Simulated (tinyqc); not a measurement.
From results back to parameters: thin-body film or fin with hard walls, valleys of the Si type. Four cases, with inputs chosen for the exercise.

Problem. In a hard-walled film E_1 = c (pi/t)^2/m_z, c = hbar^2/2m0. The splitting between the lowest levels of two valley groups, on the (100) face, was computed from a hidden thickness.

Constants: hbar^2/2m0 = 3.80998211 eV angstrom^2.

Find: t; lower level.

Method. t = pi sqrt(c (1/m_zb - 1/m_za)/splitting).

Case 1.

Values chosen (out of a larger set: near those of Si; not measured data): m_za = 0.924 m0 (heavier confinement mass); m_zb = 0.192 m0 (lighter one).

splitting = 37.879 meV

Solution.

t = 64.0 angstrom
lower level = 0.0099 eV

Case 2.

Values chosen (out of a larger set: near those of Si; not measured data): m_za = 0.927 m0 (heavier confinement mass); m_zb = 0.191 m0 (lighter one).

splitting = 390.776 meV

Solution.

t = 20.0 angstrom
lower level = 0.1014 eV

Case 3.

Values chosen (out of a larger set: near those of Si; not measured data): m_za = 0.913 m0 (heavier confinement mass); m_zb = 0.193 m0 (lighter one).

splitting = 14.768 meV

Solution.

t = 102.0 angstrom
lower level = 0.0040 eV

Case 4.

Values chosen (out of a larger set: near those of Si; not measured data): m_za = 0.931 m0 (heavier confinement mass); m_zb = 0.187 m0 (lighter one).

splitting = 26.413 meV

Solution.

t = 78.0 angstrom
lower level = 0.0066 eV

Computed by tinyqc, one run a case: `OMP_NUM_THREADS=1 python tinyqc.py N N+1 out.jsonl` with N = 1250046, 1250376, 1250469, 1250687; one thread of a shared Intel(R) Xeon(R) Processor @ 2.30GHz, about 0.01 s a run at most.
